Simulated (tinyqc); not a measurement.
Specific resistance of a metal-semiconductor contact and its transmission-line measurement. Changing the contact length d. Computed by tinyqc, a small Python program. Command: `OMP_NUM_THREADS=1 python tinyqc.py 3009629 3009630 out.jsonl contact sweep`. One thread of a shared host (Intel(R) Xeon(R) Processor @ 2.30GHz), about 0.02 s of CPU time with the checks.

The barrier is parabolic (depletion approximation), energies E are normal energies counted from the band edge in the neutral semiconductor (downwards for holes), and the bias is zero. xi is an input, held fixed when other inputs move.

Inputs (values chosen for the exercise, modelled on n-type 4H-SiC):
```
quantity,value,unit
tunnelling mass m,0.31,m_0
permittivity eps,9.7,-
Richardson constant A*,149,A/(cm^2 K^2)
barrier height phi_B,0.75,eV
doping N,7.3e+20,1/cm^3
"Fermi level above the band edge in the bulk, xi",0.37,eV
temperature T,300,K
sheet resistance R_sh,39,ohm
contact width W,0.073,micrometre
```

Image-force lowering: included.

Constants: hbar = 1.054571817e-34 J s; eps_0 = 8.8541878128e-12 F/m; m_0 = 9.1093837015e-31 kg; k_B = 8.617333262e-05 eV/K; e = 1.602176634e-19 C.

Method:
- E_00 = (e hbar/2) sqrt(N/(eps eps_0 m)); band bending E_b = phi_B + xi; depletion width w = sqrt(2 eps eps_0 E_b/(e^2 N)). Image lowering d_phi = (e^3 N E_b/(8 pi^2 (eps eps_0)^3))^(1/4) (E_b in volts), and E_b - d_phi replaces E_b everywhere except in w.
- WKB transmission for E < E_b, with a = E/E_b: D = exp{-(E_b/E_00) [sqrt(1 - a) - a ln((1 + sqrt(1 - a))/sqrt(a))]}; D = 1 above.
- At zero bias 1/rho_c = (e A*/k_B^2) int D(E) f(E) dE, f = 1/(1 + exp((E - xi)/k_B T)); 200 Gauss-Legendre points from 0 to E_b, and k_B T ln(1 + exp((xi - E_b)/k_B T)) for the part above the barrier; the share of tunnelling is the part below.
- Transmission-line model: transfer length L_T = sqrt(rho_c/R_sh); R_c = (R_sh L_T/W) coth(d/L_T). Limits: rho_c/(W d) for d << L_T, sqrt(rho_c R_sh)/W for d >> L_T.
- Transmission-line model: transfer length L_T = sqrt(rho_c/R_sh); R_c = (R_sh L_T/W) coth(d/L_T). Two contacts a gap s apart give R = 2 R_c + R_sh s/W. A straight-line fit gives R_sh from the slope and R_c from the intercept; the simple reading takes L_x = R_c W/R_sh as the transfer length and rho_c = R_sh L_x^2.

One run for each value:
```
contact length d (micrometre),contact resistance R_c (ohm),d/L_T,simple reading over true value
0.0028,170.58,9.3782e-02,114.37
0.0074,65.67,2.4785e-01,16.95
0.02,27.27,6.6987e-01,2.92
0.053,16.89,1.7752e+00,1.12
0.14,15.95,4.6891e+00,1.00
0.37,15.95,1.2393e+01,1.00
0.99,15.95,3.3159e+01,1.00
2.6,15.95,8.7083e+01,1.00
7,15.95,2.3445e+02,1.00
```

Over the rows, contact resistance R_c (ohm) falls from 171 to 16.0, flat over part of the range; d/L_T rises from 0.0938 to 234 (exponent d ln y / d ln x about 1.0 throughout); simple reading over true value falls from 114 to 1.000, flat over part of the range. At the low end the exponent of contact resistance R_c is -0.98, close to -1: a short contact. At the high end the exponent of contact resistance R_c is 0.00, close to 0: a long contact.

Caution (all rows): the barrier is thinner than 1.5 nm, about the spacing of dopants, so a smooth parabolic barrier and WKB are rough.
